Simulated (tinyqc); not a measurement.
Oxide trap near a transistor channel: two-state multiphonon kinetics, telegraph noise and bias instability: one step, computed by the program tinyqc.

An n-channel device under positive gate bias. The trap is empty (state 1) or holds an electron (state 2); both states are parabolas of equal curvature, and the electron reservoir is taken at the Fermi level of the channel.

Question. Barriers and time constants. E_21 = E_t - e F x is the energy of state 2 over state 1; barriers E_c = (E_R + E_21)^2/(4 E_R), E_e = E_c - E_21; tau_c = exp(E_c/k_B T)/(k_0 P), tau_e = exp(E_e/k_B T)/(k_0 P), P the tunnelling factor; occupation f_2 = tau_e/(tau_c + tau_e); 1/tau_0 = 1/tau_c + 1/tau_e.

Inputs (values chosen for the exercise, with an insulator like Si3N4 on silicon):
```
quantity                                value   unit
trap depth x from the interface           1.2     nm
trap level above E_F at zero field E_t   0.71     eV
relaxation energy E_R                     2.8     eV
oxide field F                             5.2  MV/cm
attempt rate k_0 at the interface       8e+11    1/s
temperature T                             250      K
```

Parts treated: one trap and an ensemble.

tunnelling factor = 1.742540e-05

Constants: k_B = 8.617333262e-05 eV/K.

Give: E_21; capture barrier E_c; emission barrier E_e; capture time tau_c; emission time tau_e; occupation f_2; tau_0.

Answer.

E_21 = 0.086 eV

capture barrier E_c = 0.7437 eV

emission barrier E_e = 0.6577 eV

capture time tau_c = 7.035e+07 s

emission time tau_e = 1.299e+06 s

occupation f_2 = 0.01813

tau_0 = 1.275e+06 s

The trap is almost always empty at this bias in equilibrium, which takes about tau_0 to reach. Caution: at this temperature nuclear tunnelling through such barriers shortens the times below these classical values.
